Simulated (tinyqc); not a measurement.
Thin film between two gates, subbands and threshold shift from confinement: one step of the calculation.

Undoped body with a flat potential across it, hard walls, transport along x. Three valley pairs (g = 2 each) with the longitudinal mass along x, y or z. Non-parabolicity enters the subband edges through E (1 + al E) = gamma, so E = 2 gamma/(1 + sqrt(1 + 4 al gamma)); motion within a subband is taken as parabolic with the band-edge mass. Energies are counted from the bulk band edge.

Problem. Lowest subbands. gamma = C (pi k/(t + dl))^2/mz, C = hbar^2/(2 m0). List the 6 lowest, labelled by valley axis and quantum numbers, with degeneracy g and N_k: N_k = g sqrt(mx my) m0 kB T/(pi hbar^2).

Values chosen for this exercise; masses close to those of silicon:
```
symbol  value  unit                                                meaning
T         300     K                                            temperature
ml      0.907    m0                                      longitudinal mass
mt      0.193    m0                                        transverse mass
al          0  1/eV                                       non-parabolicity
t         5.2    nm                               film thickness (along z)
dl        0.2    nm  widening of the box by penetration into the insulator
```

Constants: q = 1.602176634e-19 C, kB = 1.380649e-23 J/K, hbar = 1.054571817e-34 J s, m0 = 9.1093837015e-31 kg, Vt = kB T/q, hbar^2/(2 m0) = 0.0380998212 eV nm^2. Results are converted to the units shown.

Give: E_k; g; N_k.

Solution.

| subband | E_k (eV) | g | N_k (cm^-2) |
|---|---|---|---|
| z1 | 0.014218 | 2 | 4.1685e12 |
| z2 | 0.056871 | 2 | 4.1685e12 |
| x1 | 0.066816 | 2 | 9.0366e12 |
| y1 | 0.066816 | 2 | 9.0366e12 |
| z3 | 0.12796 | 2 | 4.1685e12 |
| z4 | 0.22748 | 2 | 4.1685e12 |

Program tinyqc, `OMP_NUM_THREADS=1 python tinyqc.py 2350047 2350048 out.jsonl`; Intel Xeon 2.30GHz, shared host, one thread, about 0.06 s.
